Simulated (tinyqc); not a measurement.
# Diffusion length from constant photovoltage

Inverse problem. In a thick sample with a thin depletion layer the excess density at its edge goes as flux/(1/alpha + L), so the flux needed for a fixed surface photovoltage is proportional to 1/alpha + L. Find L.

photon flux for the same photovoltage at absorption coefficients 100 and 1800 1/cm (relative units): 190  95.555556

Answer. The line of flux against 1/alpha meets zero at -L.

slope against 1/alpha = 1.00 1/um
L = 90.0 um

tinyqc, about 0.01 s, one thread, Intel Xeon 2.30GHz (shared host): `OMP_NUM_THREADS=1 python tinyqc.py 2430039 2430040 out.jsonl`
